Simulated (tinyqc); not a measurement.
## In-plane mass from two subband densities

Inverse problem. At zero temperature each occupied subband holds N_k = D (EF - E_k), D = md m0 q/(pi hbar^2) per eV. Two subbands are occupied. Find md, EF - E1 and EF - E2.

Constants: q = 1.602176634e-19 C, hbar = 1.054571817e-34 J s, m0 = 9.1093837015e-31 kg. Results are converted to the units shown.

N1, N2 (cm^-2): 8.4184686e11  1.5e11
E2 - E1 = 24.5 meV

Answer. N1 - N2 = D (E2 - E1) gives D and so md; each N_k/D is a distance to EF.

md = 0.06760 m0
EF - E1 = 29.81 meV
EF - E2 = 5.312 meV

Numbers from tinyqc (`OMP_NUM_THREADS=1 python tinyqc.py 2140031 2140032 out.jsonl`; about 1 s on one thread of a shared Intel Xeon 2.30GHz).
